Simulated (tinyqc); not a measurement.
## Pinning factor and decay constant from two barriers

Problem. phiB = S (phiM - chi) + (1 - S)(Eg - E0) with S = 1/(1 + (1/S0 - 1) exp(-be ti)). Find S0, S at the given thickness and be.

Values chosen for this exercise; semiconductor values close to those of germanium; interlayer mass of the order of that in lanthanum oxide, offset chosen freely:
```
symbol  value  unit                                         meaning
Eg      0.675    eV                                        band gap
chi      4.06    eV                               electron affinity
E0      0.087    eV  charge-neutrality level above the valence band
phiM     4.29    eV                             metal work function
```

phiB at ti = 0, 0.5 nm (eV): 0.57045800  0.47820909

Answer. Each barrier gives its S by linear interpolation between the pinned and the unpinned value; the ratio of the two values of 1/S - 1 is exp(be ti).

S0 = 0.04900
S = 0.3067
be = 4.300 1/nm

Numbers from tinyqc (`OMP_NUM_THREADS=1 python tinyqc.py 2270131 2270132 out.jsonl`; about 0.03 s on one thread of a shared Intel Xeon 2.30GHz).
